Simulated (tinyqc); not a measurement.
Heavy doping: gap narrowing, degeneracy and the minority density, step by step. Values are carried at full precision from step to step, so a last printed digit may differ when a step is redone from the rounded ones.

Empirical narrowing (Slotboom form, constants chosen for the exercise; published fits of this form give the apparent narrowing, here it is taken as the true one): dEg = E0 [ln(N/N0) + sqrt(ln(N/N0)^2 + C)].

Constants: kB = 8.617333262e-05 eV/K; e^2/(4 pi eps0) = 14.39964547 eV angstrom.

Inputs chosen for the exercise (gap and densities of states near those of Si at this temperature; narrowing constants near the fits for Si; the results hold for these values, not for the real material): N = 2.7e+19 1/cm^3 (ionised acceptors, equal to the majority density); E0 = 7.64 meV (narrowing scale); N0 = 1.4e+17 1/cm^3 (onset density); C = 0.5 (smoothing constant); Nv = 2.07e+19 1/cm^3 (valence-band density of states); Eg = 1.082 eV (gap); Nc = 5e+19 1/cm^3 (conduction-band density of states); T = 450 K; eps = 11.8 (dielectric constant); Mv = 1 (majority valleys).

## Gap narrowing

Evaluate at N.

ln(N/N0) = 5.2619
dEg (empirical fit) = 80.76 meV

Well above N0 each decade of doping adds 2 E0 ln 10 = 35.2 meV.

## Degeneracy of the majority band

F_j(eta) = (1/Gamma(j + 1)) integral_0^infinity x^j dx/(1 + exp(x - eta)), which tends to exp(eta) for eta << 0.

Majority: N = Nv F_1/2(eta), eta the distance of EF beyond the majority band edge in kT. Degeneracy factor gam = F_1/2(eta)/exp(eta). ni0^2 = Nc Nv exp(-Eg/kT); product n p = ni0^2 gam exp(dEg/kT), dEg the true narrowing; apparent narrowing dEa = dEg + kT ln gam; minority density = n p/N.

Solve for eta and form gam.

N/Nv = 1.304
eta = 0.7188
gam = 0.6357

## Product and minority density

Combine both effects.

ni0 = 2.81e+13 1/cm^3
exp(dEg/kT) = 8.03
dEa = 63.2 meV
sqrt(n p) = 6.34e+13 1/cm^3
minority density = 1.49e+08 1/cm^3

Narrowing multiplies the product by 8.03 and degeneracy by 0.636; together they change the minority density by a factor 5.1 against ni0^2/N.

## Two estimates of the size

Two physical estimates, e2 = e^2/(4 pi eps0), N in 1/angstrom^3: exchange shift at the Fermi level, Ex = (e2/eps) kF/pi with kF = (3 pi^2 N/Mv)^(1/3); screened-pair energy (Lanyon-Tuft), Es = (3/4)(e2/eps) qs with qs^2 = (4 pi e2 N/(eps kT)) F_-1/2(eta)/F_1/2(eta).

Evaluate both at N.

kF = 0.09281 1/angstrom
Ex = 36.05 meV
Es = 78.67 meV

Against the fitted dEg = 80.8 meV, Ex is 0.45 and Es 0.97 times as large; each keeps one mechanism only, and Ex assumes a strongly degenerate gas, while here eta is only 0.72.

## Checks

- Minority density against the Boltzmann occupation of the other band at the narrowed gap (1/cm^3): both 1.491e+08.

tinyqc: `OMP_NUM_THREADS=1 python tinyqc.py 1682357 1682358 out.jsonl`; about 0.01 s, one thread, shared Intel(R) Xeon(R) Processor @ 2.30GHz.
